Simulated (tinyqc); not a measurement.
Input admittance of a MOSFET at zero drain bias: distributed channel and distributed gate: dividing a fixed width into fingers.

Source and drain grounded, strong inversion, w = 2 pi f, Cox = eps0 eox/tox. The channel is an RC line of resistance 1/(mu Cox Vo) per square fed from both ends, so one finger has the intrinsic admittance y = i w Cox L tanh(g)/g per width, g = (1/2) sqrt(i w tau), tau = L^2/(mu Vo). The vertical resistance rv/L is in series with y, the overlaps 2 i w Cov in parallel: y_t = 1/(1/y + rv/L) + 2 i w Cov. The gate strip is a line of Rsh/L per length loaded by y_t, so a finger has Y = y_t Wf tanh(k)/k, k = (Wf/sd) sqrt(y_t Rsh/L); the device has Nf Y.

Low-frequency limits, with c = Cox L and ct = c + 2 Cov: R_strip = Rsh Wf/(3 sd^2 L Nf), R_ch = (c/ct)^2 L/(12 mu Cox Vo Wf Nf), R_vert = (c/ct)^2 rv/(L Wf Nf), C = ct Wf Nf. Total width Wf Nf = 96 um; each finger also has a contact resistance Rc at each contacted end, which adds Rc/(sd Nf). The resistances are low-frequency limits, good while |k| is below about 1; the far-point signal is |1/cosh k| at f, without Rc.

Values chosen for this exercise; values of the order met in silicon radio-frequency transistors:

| symbol | value | unit | meaning |
|---|---|---|---|
| eox | 24.9 |  | relative permittivity of the gate insulator (close to zirconium oxide) |
| tox | 19 | nm | insulator thickness |
| L | 0.16 | um | channel length |
| mu | 280 | cm^2/(V s) | channel mobility |
| Vo | 0.66 | V | gate overdrive |
| Rsh | 4 | ohm/square | sheet resistance of the gate |
| rv | 0 | ohm um^2 | vertical resistivity of the gate stack |
| sd | 2 |  | number of ends at which a finger is contacted |
| Cov | 0.17 | fF/um | overlap and fringe capacitance on each side |
| f | 48 | GHz | frequency |

Constants: eps0 = 8.8541878128e-14 F/cm where lengths are in cm. Results are converted to the units shown.

The same in every row: R_ch + R_vert (ohm) = 0.4627.

Dividing a fixed width into fingers:
```
Nf,Wf (um),R_strip (ohm),Rc/(sd Nf) for Rc = 30 ohm (ohm),sum (ohm),signal at the far point
1,96.00,200.0,15.00,215.5,0.02383
2,48.00,50.00,7.500,57.96,0.2193
4,24.00,12.50,3.750,16.71,0.6995
8,12.00,3.125,1.875,5.463,0.9636
16,6.000,0.7812,0.9375,2.181,0.9960
32,3.000,0.1953,0.4688,1.127,0.9993
64,1.500,0.04883,0.2344,0.7459,0.9999
128,0.7500,0.01221,0.1172,0.5921,1.000
```

R_strip falls as 1/Nf^2, from 200 to 0.0122 ohm, the contact term as 1/Nf, and R_ch + R_vert stays at 0.463 ohm since the total width is fixed. The sum is within a factor 1.5 of that floor from Nf = 128 on. More fingers add wiring capacitance, which is left out.

Program tinyqc, `OMP_NUM_THREADS=1 python tinyqc.py 2262155 2262156 out.jsonl`; Intel Xeon 2.30GHz, shared host, one thread, about 0.01 s.
